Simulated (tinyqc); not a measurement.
Inside a calculation: optical transitions of a finite quantum well. Values are carried at full precision from step to step, so a last printed digit may differ when a step is redone from the rounded ones.

Each carrier sees a square well of width L with its own depth V and masses m (inside), mb (outside); c = hbar^2/2m0, k = sqrt(m E/c), kappa = sqrt(mb (V - E)/c), and level n solves k L + 2 atan[(k/m)/(kappa/mb)] = n pi. The envelope is cos(kz) for odd n and sin(kz) for even n inside, joins exp(-kappa (|z| - L/2)) outside, and is normalised to 1. Excitons and band mixing are left out.

Constants: hbar^2/2m0 = 3.80998211 eV angstrom^2; hc = 1239.841984 eV nm; fine-structure constant alpha = 0.007297352564.

Values chosen for the exercise (near those of an InGaAs well in InP; not measured data):
- L = 110 angstrom (well width)
- Eg = 0.802 eV (gap of the well)
- Vc = 0.256 eV (conduction offset)
- Vv = 0.354 eV (valence offset)
- me = 0.0422 m0 (electron, well)
- meb = 0.0773 m0 (electron, barrier)
- mh = 0.388 m0 (heavy hole along z, well)
- mhb = 0.505 m0 (heavy hole, barrier)
- ml = 0.0507 m0 (light hole along z, well)
- mlb = 0.1159 m0 (light hole, barrier)
- Ns = 1.3 x 1e12/cm^2 (electrons in e1)
- n_r = 3.42 (refractive index)
- G = 20 meV (half width of the line)

## Confinement energies

Up to three levels for each carrier.

Levels:
```
level  E (eV)  k (1/angstrom)  kappa (1/angstrom)
e1     0.0347         0.01961             0.06700
e2     0.1397         0.03934             0.04857
hh1    0.0065         0.02574             0.21461
hh2    0.0260         0.05147             0.20850
hh3    0.0584         0.07714             0.19793
lh1    0.0316         0.02052             0.09903
lh2    0.1298         0.04157             0.08258
lh3    0.2930         0.06245             0.04306
```

## Interband transitions

From e1 and e2 to each hole level: E = Eg + E_e + E_h, wavelength hc/E, squared overlap of the envelopes, and the strength |<S|p|v>|^2 in units of P^2 at the subband edge: overlap^2 times 1/2 (hh) or 1/6 (lh) for light polarised in the plane (TE), times 0 (hh) or 2/3 (lh) along z (TM).

Transitions:
```
pair    E (eV)  wavelength (nm)  overlap^2      TE      TM
e1-hh1  0.8432           1470.3     0.9458  0.4729  0.0000
e1-hh2  0.8627           1437.1     0.0000  0.0000  0.0000
e1-lh1  0.8684           1427.8     0.9960  0.1660  0.6640
e1-hh3  0.8952           1385.0     0.0225  0.0113  0.0000
e2-hh1  0.9482           1307.5     0.0000  0.0000  0.0000
e1-lh2  0.9666           1282.7     0.0000  0.0000  0.0000
e2-hh2  0.9678           1281.2     0.8169  0.4084  0.0000
e2-lh1  0.9734           1273.8     0.0000  0.0000  0.0000
e2-hh3  1.0002           1239.6     0.0000  0.0000  0.0000
e2-lh2  1.0716           1157.0     0.9756  0.1626  0.6504
e1-lh3  1.1298           1097.4     0.0021  0.0003  0.0014
e2-lh3  1.2348           1004.1     0.0000  0.0000  0.0000
```

The edge is e1-hh1 at 1470 nm. Pairs of opposite parity vanish exactly; e1-hh3 is allowed by parity and reaches 0.0225, only because the two envelopes leak differently into the barriers.

## Intersubband transitions from e1

z_1j = <1|z|j>; 1/m1 = <1|1/m|1>; f_1j = (m1/c)(E_j - E_1) z_1j^2, which sums to 1 over all bound and continuum states.

Transitions:
```
pair  E (meV)  wavelength (micrometre)  |z| (angstrom)       f
1-2     105.0                    11.81           28.68  0.9753
```

m1 = 0.0430 m0
sum of f over bound states = 0.9753

The continuum carries the remaining 0.0247. With hard walls z_12 = 16 L/(9 pi^2) = 19.81 angstrom and f_12 = 256/(27 pi^2) = 0.9607.

## Absorption of one well

For light polarised along z (a real waveguide or Brewster geometry adds an angle factor), with all electrons in e1 and none in e2, the peak fractional absorption is 4 pi alpha Ns c f_12/(n_r m1 G) and the area under the Lorentzian line is pi G times that, c = hbar^2/2m0; 1e12/cm^2 = 1e-4/angstrom^2. EF - E1 = 2 pi c Ns/m1 at zero temperature.

peak absorption = 1.505 %
area = 94.59 % meV
EF - E1 = 72.3 meV

EF lies below e2, as assumed.

## Checks

- Sum of f over all levels of a difference grid (60 cells across the well) against 1: 0.999 against 1.000.
- The strength f_12 on that grid against the matched envelopes: both 0.975.

Run: tinyqc, `OMP_NUM_THREADS=1 python tinyqc.py 1280674 1280675 out.jsonl`; Intel(R) Xeon(R) Processor @ 2.30GHz, one thread, shared host; about 0.05 s of CPU time with all checks.
